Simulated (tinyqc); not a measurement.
From results back to parameters: thin-body film or fin with hard walls, valleys of the Ge type.

Problem. In a hard-walled film E_1 = c (pi/t)^2/m_z, c = hbar^2/2m0. The splitting between the lowest levels of two valley groups, on the (110) face, was computed from a hidden thickness.

Constants: hbar^2/2m0 = 3.80998211 eV angstrom^2.

Parameters, chosen for this exercise (out of a larger set: near those of Ge; not measured data): m_za = 0.2279 m0 (heavier confinement mass); m_zb = 0.084 m0 (lighter one).

splitting = 38.218 meV

Find: t; lower level.

Solution. t = pi sqrt(c (1/m_zb - 1/m_za)/splitting).

t = 86.0 angstrom
lower level = 0.0223 eV

(tinyqc, `OMP_NUM_THREADS=1 python tinyqc.py 1280192 1280193 out.jsonl`, Intel(R) Xeon(R) Processor @ 2.30GHz, 1 thread, shared host, about 0.01 s.)
